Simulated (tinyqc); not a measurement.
Changing the T over T_c: two-sublattice mean-field magnet: ferrimagnet, compensation points and susceptibility. Computed by tinyqc, a small Python program. Command: `OMP_NUM_THREADS=1 python tinyqc.py 3012906 3012907 out.jsonl ferri sweep`. One thread of a shared host (Intel(R) Xeon(R) Processor @ 2.30GHz), about 0.02 s of CPU time with the checks.

A random alloy A(1-x)B(x) with H = -sum over pairs J S_i.S_j. a = <S_A> and b = <S_B> are taken along z, a > 0. Exchange fields: h_A = (1 - x) zJ_AA a + x zJ_AB b, h_B = (1 - x) zJ_AB a + x zJ_BB b; a = S_A B_(S_A)(S_A h_A/(k_B T)) and likewise for b, with the Brillouin function B_S(y) = [(2S + 1)/(2S)] coth[(2S + 1) y/(2S)] - [1/(2S)] coth[y/(2S)].

Inputs (values chosen for the exercise, for a model ferrimagnet):
```
quantity                 value  unit
spin S_A                   2.5     -
spin S_B                   1.5     -
g factor g_A               2.1     -
g factor g_B                 2     -
fraction x of B sites     0.32     -
z J_AA                    12.7   meV
z J_BB                    0.55   meV
z J_AB                    -5.7   meV
largest number of steps   3000     -
```

Constants: k_B = 8.617333262e-05 eV/K.

Method:
- Linearised, T (a, b) = M (a, b) with M_ij = S_i (S_i + 1) c_j zJ_ij/(3 k_B), c_A = 1 - x, c_B = x. T_c is the larger eigenvalue, and its eigenvector gives b/a at onset, (T_c - M_AA)/M_AB.
- Repeat from a = S_A, b = -S_B until a and b change by less than 1e-10.
- Net moment m = (1 - x) g_A a + x g_B b in mu_B per site; net spin s = (1 - x) a + x b. At T = 0, a = S_A and b = -S_B. Effective g = m/s.

One run for each value:
```
T over T_c  net moment m (mu_B)  net spin s       a        b
0.10                     2.6245      1.2273  2.4999  -1.4771
0.21                     2.7167      1.2738  2.4868  -1.3038
0.31                     2.7798      1.3070  2.4380  -1.0964
0.42                     2.7770      1.3089  2.3408  -0.8837
0.52                     2.7009      1.2752  2.2138  -0.7193
0.62                     2.5490      1.2050  2.0445  -0.5789
0.73                     2.2769      1.0775  1.7930  -0.4429
0.83                     1.8952      0.8975  1.4730  -0.3253
0.94                     1.1816      0.5599  0.9078  -0.1793
```

Over the rows, net moment m (mu_B) goes from 2.62 through a maximum among these rows, 2.78 at 0.310, to 1.18; net spin s goes from 1.23 through a maximum among these rows, 1.31 at 0.420, to 0.560; a falls from 2.50 to 0.908 (exponent d ln y / d ln x -0.0071 between the first rows and -3.9 between the last).

Extremes, crossings and ranges named in words are read from the listed rows.
